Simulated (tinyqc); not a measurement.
Changing the time step dt: molecular dynamics of a small cluster by velocity Verlet steps. Computed by tinyqc, a small Python program. Command: `OMP_NUM_THREADS=1 python tinyqc.py 3012844 3012845 out.jsonl verlet sweep`. One thread of a shared host (Intel(R) Xeon(R) Processor @ 2.30GHz), about 0.2 s of CPU time with the checks.

E = sum_i {sum_j A exp(-p (r_ij/r0 - 1)) - xi sqrt(rho_i)}, rho_i = sum_j exp(-2 q (r_ij/r0 - 1)); the force on i is -sum_j w_ij (R_i - R_j)/r_ij with w_ij = -(2p/r0) A exp(-p (r_ij/r0 - 1)) + (xi q/r0) exp(-2 q (r_ij/r0 - 1)) (rho_i^(-1/2) + rho_j^(-1/2)).

Inputs (values chosen for the exercise, for model atoms):

| quantity | value | unit |
|---|---|---|
| length r0 | 2.93 | angstrom |
| repulsion A | 0.094 | eV |
| hopping xi | 1.17 | eV |
| decay p | 10.8 | - |
| decay q | 3.01 | - |
| atomic mass M | 75.4 | u |
| steps | 200 | - |
| target temperature T0 | 500 | K |
| coupling time tau | 200 | fs |

Potential: Gupta. Thermostat: Berendsen.

starting positions (angstrom):
```
            x      y      z
atom 1   0.02      0   0.05
atom 2    2.7  -0.05      0
atom 3   2.78   2.77  -0.07
atom 4  -0.01   2.72  -0.02
atom 5   1.39    1.4   1.92
atom 6   1.41   1.38     -2
```

starting velocities (angstrom/fs):
```
               x         y         z
atom 1    0.0005   -0.0004    0.0006
atom 2  -0.00093    0.0004   0.00131
atom 3  -0.00065     8e-05  -0.00024
atom 4   0.00119  -0.00048   0.00117
atom 5  -0.00028   0.00053  -0.00048
atom 6   0.00017  -0.00013  -0.00234
```

Constants: 1 eV/(angstrom u) = 9.648533212e-03 angstrom/fs^2; k_B = 8.617333262e-05 eV/K.

Method:
- Relax the cluster, diagonalise the Hessian (central differences): omega_max = sqrt(c lambda_max/M). Verlet steps are stable for omega_max dt < 2.
- Velocity Verlet: a = c F/M with c = 9.648533212e-3 angstrom/fs^2 per eV/(angstrom u); R(new) = R + v dt + a dt^2/2; v(new) = v + (a + a(new)) dt/2. Kinetic energy K = M v^2/(2c); temperature T = 2K/((3N - 3) k_B), rotation of the cluster included. After each step v is scaled by sqrt(1 + (dt/tau)(T0/T - 1)).
- Spread = largest minus smallest value. The test of the step is the spread (largest minus smallest) of the total energy over the run without thermostat, against the spread of K; the step passes below 5 %. The mean T is over the second half.

One run for each value:

| time step dt (fs) | spread of the total energy (eV) | spread of the total over spread of K | omega_max dt |
|---|---|---|---|
| 0.57 | 0.0000050 | 0.000148 | 0.02596 |
| 0.87 | 0.0000168 | 0.000288 | 0.03963 |
| 1.30 | 0.0000434 | 0.000726 | 0.05921 |
| 2.00 | 0.0001025 | 0.001619 | 0.09109 |
| 3.00 | 0.0002308 | 0.003658 | 0.13664 |
| 4.60 | 0.0005428 | 0.008604 | 0.20951 |
| 6.90 | 0.0011863 | 0.018240 | 0.31427 |

Describe and explain the trends.

Over the rows, spread of the total energy (eV) rises from 4.98e-6 to 0.00119 (exponent d ln y / d ln x 2.9 between the first rows and 1.9 between the last); spread of the total over spread of K rises from 1.48e-4 to 0.0182 (exponent d ln y / d ln x 1.6 between the first rows and 1.9 between the last). At the high end the exponent of spread of the total energy is 1.93, close to 2: Verlet steps are of second order. The number of steps is fixed, so a longer step also covers a longer run; for runs of many periods the error scales as dt^2.

Extremes, crossings and ranges named in words are read from the listed rows.
